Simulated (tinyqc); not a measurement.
Hueckel theory of the pi electrons, for the molecule Nc1c[nH]c(Cl)c1 (SMILES; centres numbered as the heavy atoms are written), step by step. One step of it, computed by the program tinyqc.

Problem. Energy, charges, bond orders. E = sum n x; q_r = z_r - P_rr; bond order p = P_rs; free valence = sqrt(3) - sum of p over the bonds of the atom.

x values: 2.451717  2.048708  1.832336  0.935091  0.480415  -1.047986  -1.700281

occupations: 2.000000  2.000000  2.000000  2.000000  2.000000  0.000000  0.000000

charge and bond-order matrix P, lower triangle:
```
,1N,2C,3C,4N,5C,6Cl,7C
1N,1.935372
2C,0.246091,1.055180
3C,-0.212279,0.771844,1.131024
4N,0.066207,-0.213063,0.401242,1.735489
5C,-0.000784,-0.084461,-0.414193,0.441341,1.013271
6Cl,0.002570,0.001214,0.060224,-0.058054,0.124163,1.984282
7C,-0.122738,0.536768,-0.076471,-0.223896,0.781623,-0.093636,1.145381
```

Centres:
```
centre,"z_r, pi electrons of the neutral centre",h
1N,2,1.500000
2C,1,0.000000
3C,1,0.000000
4N,2,1.500000
5C,1,0.000000
6Cl,2,2.000000
7C,1,0.000000
```

Bonds:
```
i,j,k
1,2,0.800000
2,3,1
3,4,0.800000
4,5,0.800000
5,6,0.400000
5,7,1
7,2,1
```

Give: pi energy = 10 alpha + this times beta; pi charges; Bond orders and lengths from R = 1.517 - 0.180 p; free valence of the carbons; gap between the highest filled and the next level.

Solution.

pi energy = 10 alpha + this times beta = 15.497

pi charges: 1N 0.065, 2C -0.055, 3C -0.131, 4N 0.265, 5C -0.013, 6Cl 0.016, 7C -0.145

Bond orders and lengths from R = 1.517 - 0.180 p (angstrom, C-C alone):
```
bond,p,R
1-2,0.246,-
2-3,0.772,1.378
3-4,0.401,-
4-5,0.441,-
5-6,0.124,-
5-7,0.782,1.376
7-2,0.537,1.420
```

free valence of the carbons: 2C 0.177, 3C 0.559, 5C 0.385, 7C 0.414

gap between the highest filled and the next level = 1.528 |beta|
